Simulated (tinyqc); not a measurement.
# From one set of inputs to another, one input at a time

Model: field-effect mobility of a thin-film transistor with band-tail and deep states (multiple trapping). Computed by tinyqc, a small Python program. Command: `OMP_NUM_THREADS=1 python tinyqc.py 3011467 3011468 out.jsonl tft ladder`. One thread of a shared host (Intel(R) Xeon(R) Processor @ 2.30GHz), about 0.2 s of CPU time with the checks.

A thick film in accumulation at small drain voltage. Only free electrons move; trapped ones still screen the gate. N_c and mu_0 are held fixed when T changes, leaving out the T^(3/2) growth of N_c. x = E_0 - psi is the distance of the Fermi level below the band edge.

The inputs printed are set A. Set A is modelled on an amorphous In-Ga-Zn oxide; the values taken over come from a set modelled on amorphous silicon. Inputs not listed in the table keep their values of set A, so the rows need not describe a real material.

Inputs (values chosen for the exercise, modelled on an amorphous In-Ga-Zn oxide):
```
quantity                                           value         unit
permittivity eps                                    11.5            -
effective density of states N_c                  4.5e+18       1/cm^3
band mobility mu_0                                    13   cm^2/(V s)
tail density at the edge g_t                     6.2e+19  1/(eV cm^3)
tail width E_t                                        40          meV
deep-state density g_d                           1.5e+17  1/(eV cm^3)
flat-band Fermi level below the edge, E_0           0.53           eV
equivalent oxide thickness t                          15           nm
surface band bending psi_s as a fraction of E_0     0.66            -
temperature T                                        350            K
```

Deep states: included.

Constants: k_B = 8.617333262e-05 eV/K; e = 1.602176634e-19 C; eps_0 = 8.8541878128e-12 F/m.

Method:
- F_j(eta) = int_0^infinity x^j/(1 + exp(x - eta)) dx, without a gamma-function factor.
- Integrals over x = E/(k_B T) use 160 Gauss-Legendre points in u = sqrt(x) from 0 to sqrt(max(eta, 0) + 32).
- Free n(x) = N_c (2/sqrt(pi)) F_1/2(-x/k_B T), with F_1/2 from its two-term series in exp(-x/k_B T) for x >= 12 k_B T; tail n_t(x) = int_0^1.2eV g_t exp(-E/E_t)/(1 + exp((x - E)/k_B T)) dE, E counted down from the edge, 120 Gauss-Legendre points; deep charge g_d psi; space charge rho(psi) = n + n_t + g_d psi less its value at psi = 0.
- Poisson: F(psi) = sqrt((2 e/(eps eps_0)) int_0^psi rho dpsi'); V_G - V_FB = psi_s + eps F(psi_s) t/3.9; free sheet density N_f = int (n - n(E_0))/F dpsi; induced sheet density N_i = eps eps_0 F(psi_s)/e; trapezoid rule on 301 even points in psi, the first interval left out of N_f.
- mu_eff = mu_0 N_f/N_i; field-effect mobility mu_FE = mu_0 e (dN_f/dV_G)/C_ox and swing S = dV_G/dlog10(N_f), by a central difference of +/- 2 mV in psi_s; C_ox = 3.9 eps_0/t.

Each row keeps all changes above it:
```
input moved                                    from       to  effective mobility mu_eff (cm^2/(V s))  swing S (mV/decade)  free sheet density N_f (1/cm^2)
set A                                             -        -                                   0.208                  205                        6.415e+09
band mobility mu_0 (cm^2/(V s))                  13       10                                   0.160                  205                        6.415e+09
tail width E_t (meV)                             40       48                                   0.128                  247                        5.806e+09
effective density of states N_c (1/cm^3)    4.5e+18  2.1e+20                                   3.459                  575                        2.207e+11
deep-state density g_d (1/(eV cm^3))        1.5e+17    4e+16                                   4.905                  679                        2.781e+11
equivalent oxide thickness t (nm)                15       54                                   4.905                 2165                        2.781e+11
permittivity eps                               11.5     11.8                                   4.905                 2192                        2.817e+11
tail density at the edge g_t (1/(eV cm^3))  6.2e+19  2.1e+21                                   0.476                 4886                        8.544e+10
```

Effective mobility mu_eff goes from 0.208 to 0.476, a factor 2.29 in all. The largest single move comes from effective density of states N_c (a factor 27.1), and tail density at the edge g_t works against it (a factor 0.0970). Swing S goes from 205 to 4890, a factor 23.8 in all. The largest single move comes from equivalent oxide thickness t (a factor 3.19). Free sheet density N_f goes from 6.41e9 to 8.54e10, a factor 13.3 in all. The largest single move comes from effective density of states N_c (a factor 38.0), and tail density at the edge g_t works against it (a factor 0.303). The single moves hold for this order of the switches; the total does not depend on the order.

Extremes, crossings and ranges named in words are read from the listed rows.
